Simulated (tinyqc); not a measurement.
Worked calculation: bottom-up copper filling of a trench by curvature-enhanced accelerator coverage. Computed by tinyqc, a small Python program that keeps every step. Command: `OMP_NUM_THREADS=1 python tinyqc.py 3029007 3029008 out.jsonl superfill walk`. One thread of a shared host (Intel(R) Xeon(R) Processor @ 2.30GHz), about 0.08 s of CPU time with the checks. Intermediate numbers are printed to about 6 digits and carried at full precision; extremes and crossings named in words are read from the listed rows.

A rectangular trench keeps vertical walls and a flat floor. An accelerator floats on the surface; where area is lost in the corners it is passed on to the floor.

Inputs (values chosen for the exercise, close to those used for damascene copper plating): trench width w = 110 nm; aspect ratio h/w = 2.2; exchange current of the suppressed surface i_0 = 0.025 mA/cm^2; exchange current of the accelerated surface i_1 = 1.4 mA/cm^2; transfer coefficient alpha = 0.45; overpotential eta = 0.12 V; starting coverage theta_0 = 0.073; adsorption rate k_a = 0 1/s; cupric ion concentration C = 0.54 mol/l; diffusivity D = 5.8e-06 cm^2/s; boundary layer delta = 36 um; temperature T = 298 K.

Constants: e = 1.602176634e-19 C; N_A = 6.02214076e+23 1/mol; k_B = 8.617333262e-05 eV/K.

## Velocities

Kinetic current i_k = [i_0 (1 - theta) + i_1 theta] exp(alpha eta/(k_B T)), limit i_L = 2 F D C/delta, i = 1/(1/i_k + 1/i_L); velocity v = i Omega/(2F), Omega = 7.11 cm^3/mol, F = e N_A. Depletion inside the trench is ignored.

limiting current i_L = 167.884 mA/cm^2

velocity at theta = 0 = 0.0753420 nm/s

velocity at theta_0 = 0.376002 nm/s

velocity at theta = 1 = 3.95426 nm/s

ratio v(1)/v(theta_0) = 10.5166

Without acceleration the walls meet when the floor has risen by w/2, so a seam-free fill needs a mean floor-to-wall speed ratio of at least 2 h/w = 4.4.

## First rates

At the start theta_b = theta_s = theta_0 and x = w/2: d theta_b/dt = k_a (1 - theta_0) + 2 theta_0 v/x (theta_b on the floor, theta_s on the walls, x the half width). At this initial relative rate the doubling time without adsorption would be x ln2/(2 v).

rate from adsorption = 0 1/s

rate from area loss = 9.98113e-04 1/s

doubling time = 50.6954 s

## Filling

Half width x, floor height y, depth h = aspect ratio x w. dx/dt = -v_s, dy/dt = v_b. d theta_b/dt = k_a (1 - theta_b) + [theta_s v_b + theta_b v_s]/x: the floor takes the accelerator of the wall it covers and keeps its own as it narrows. d theta_s/dt = k_a (1 - theta_s). theta_b is capped at 1. Integrate (tolerance 1e-9) until the walls meet (x = 0.02 w/2) or the floor passes the original mouth y = h. Start: x = w/2, y = 0, theta_b = theta_s = theta_0. Height filled = y/h, opening left = x/(w/2).

Course of the fill (nine evenly spaced times):
```
t (s)     x (nm)   y (nm)   theta_b  theta_s  v_b/v_s
0.000    55.0000    0.000  0.073000    0.073   1.0000
17.411   48.4533    7.244  0.093777    0.073   1.2262
34.823   41.9066   16.278  0.124164    0.073   1.5558
52.234   35.3600   28.001  0.171354    0.073   2.0651
69.645   28.8133   44.050  0.250948    0.073   2.9170
87.057   22.2666   67.774  0.402508    0.073   4.5146
104.468  15.7199  107.289  0.753636    0.073   8.0972
121.879   9.1732  173.151         1    0.073  10.5166
139.291   2.6265  242.000         1    0.073  10.5166
```

time at the end = 139.291 s

share of the height filled from the floor = 1

opening left, as a share of w = 0.0477554

The floor escapes with 5 % of the opening left: a seam-free fill, and the enriched floor will overshoot into a bump. Caution: real profiles develop slanted corners, and accelerator is consumed; both are left out.

## The window in starting coverage

The formulas are those given above.

Outcome:
```
theta_0  v(1)/v(theta_0)  height filled  opening left  time (s)
0.001            49.7513        0.29811     0.0200000   678.153
0.003            45.0598        0.45949     0.0200000   614.204
0.010            33.8834        0.95247     0.0200000   461.860
0.020            25.0259        1.00000     0.0544474   329.134
0.050            14.0426        1.00000     0.0749989   180.671
0.100             8.1286        0.95305     0.0200000   110.799
0.200             4.4323        0.68754     0.0200000    60.416
0.400             2.3431        0.45320     0.0200000    31.938
0.800             1.2288        0.27080     0.0200000    16.750
```

The fill succeeds for theta_0 from 0.02 to 0.05 among these rows, with the widest margin at 0.05. Too little accelerator takes too long to concentrate. Too much speeds the walls as well and removes the contrast.

Checks made by the program: conservation of accelerator while theta_b is below 1 (relative difference below 1e-10).
